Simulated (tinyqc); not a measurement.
Inside a calculation. Model: self-heating of a transistor with one or more fingers, with temperature-dependent conductivity. Computed by tinyqc, a small Python program that keeps every step. Command: `OMP_NUM_THREADS=1 python tinyqc.py 3006862 3006863 out.jsonl selfheat walk`. One thread of a shared host (Intel(R) Xeon(R) Processor @ 2.30GHz), about 0.06 s of CPU time with the checks. Intermediate numbers are printed to about 7 digits and carried at full precision; extremes and crossings named in words are read from the listed rows.

N long parallel fingers lie on the top face of a slab whose bottom is held at T_0; the top is otherwise insulated, and heat flows in two dimensions. P in W/mm is 1000 P in W/m.

Inputs (values chosen for the exercise, modelled on silicon carbide): conductivity at the base temperature kappa_0 = 343 W/(m K); exponent m in kappa ~ T^-m = 1.47; base temperature T_0 = 323 K; power per gate width P = 8.6 W/mm; fingers N = 6; finger pitch s = 16 micrometre; width of the heat source w = 0.14 micrometre; substrate thickness t = 42 micrometre; phonon free path Lambda = 140 nm; heat capacity C = 2.12 1e6 J/(m^3 K); pulse length = 13 microsecond.

Power: fixed power.

## Geometry factors

A line source of power P on the top face raises the top at distance x by (P/(pi kappa_0)) g(x), g(x) = -ln tanh(pi x/(4 t)) (the image sum for the slab). On a strip of width w the centre sees the mean of g over the strip, g_0 = 1 + ln(8 t/(pi w)) for w much below t.

own factor g_0 = 7.638494

g(j s), j = 1..7: [1.235877, 0.623791, 0.335296, 0.183112, 0.100459, 0.055189, 0.030332]

## Linear temperature rise of each finger

theta_i = (P/(pi kappa_0)) [g_0 + sum over j != i of g(|i - j| s)], with equal powers and constant conductivity; thermal resistance = largest theta/P.

theta of each finger (K): [80.74348, 89.80520, 93.32223, 93.32223, 89.80520, 80.74348]

largest theta = 93.32223 K

thermal resistance = 10.85142 K mm/W

The neighbours supply 35 % of the rise of the hottest finger, which runs 12.6 K above the outer ones. Caution: the source is narrower than two phonon free paths, so the Fourier result understates the rise at the source.

## Correction for the falling conductivity

Kirchhoff transformation for kappa = kappa_0 (T/T_0)^-m: T = T_0 [1 - (m - 1) theta/T_0]^(-1/(m - 1)), where theta is the linear rise. The bracket vanishes at the power P T_0/((m - 1) theta).

peak temperature = 440.6151 K

true rise = 117.6151 K

true rise / linear rise = 1.260311

power at which the formula diverges = 63.33124 W/mm

The falling conductivity adds 26.0 % to the rise.

## Extra rise from ballistic phonons

Near a source smaller than the free path, Fourier's law overstates the flow. Rough estimate: a strip that emits phonons into a half space adds a resistance times area of 4 Lambda/(3 kappa_0), from the ballistic flux C v Delta T/4 with kappa_0 = C v Lambda/3, so Delta T_b = 4 Lambda P/(3 kappa_0 w); Knudsen number Lambda/w.

Knudsen number = 1

ballistic rise Delta T_b = 33.43052 K

Delta T_b / largest theta = 0.3582267

The ballistic term is a large share: this rough estimate calls for a transport calculation.

## Rise at the end of a pulse

After switching on, theta(tau) = (P D/kappa_0) int_0^tau X(u) Z(u) du at the hottest finger, D = kappa_0/C; X = sum over fingers at distance x of [erf((x + w/2)/r) - erf((x - w/2)/r)]/(2 w), Z = sum_(j=-200..200) (-1)^j exp(-(2 j t/r)^2)/sqrt(pi D u), r = 2 sqrt(D u); trapezoid rule on 300 points evenly spaced in ln u from u_0 = 1e-3 min(tau, w^2/D) to tau, plus the exact piece 2 sqrt(u_0/(pi D))/w below u_0. Conductivity and power are held at their base values here, and Fourier's law is used even where the diffusion length is near a phonon free path.

diffusivity D = 161.7925 micrometre^2/microsecond

diffusion length sqrt(D tau) = 45.86177 micrometre

linear rise after the pulse = 91.96 K

share of the steady rise = 0.9854

## Rise against time

The formulas are those given above.

Heating curve:
```
time (microsecond)  sqrt(D time) (micrometre)  rise (K)  share of the steady rise
1.10e-05                           0.04218669    7.9985                   0.08571
1.10e-04                            0.1334060    16.447                    0.1762
0.0011                              0.4218669    25.554                    0.2738
0.011                                1.334060    34.734                    0.3722
0.11                                 4.218669    43.971                    0.4712
0.55                                 9.433231    53.344                    0.5716
2.2                                  18.86646    69.515                    0.7449
6.5                                  32.42917    86.032                    0.9219
16                                   50.87906    92.679                    0.9931
```

Half the steady rise is reached between 0.11 and 0.55 microseconds, and the last row holds 99.3 % of it; the slowest time constant is 4 t^2/(pi^2 D) = 4.42 microseconds. While the diffusion length lies between w and the pitch or thickness, the rise grows as the logarithm of time; once it nears the pitch of 16 micrometre the neighbours add their heat.

Checks made by the program: g(s) against the alternating image sum (relative difference 1e-06); Kirchhoff integral of kappa/kappa_0 from T_0 to T (relative difference below 1e-10); long-time limit against the steady rise (relative difference 3e-05).
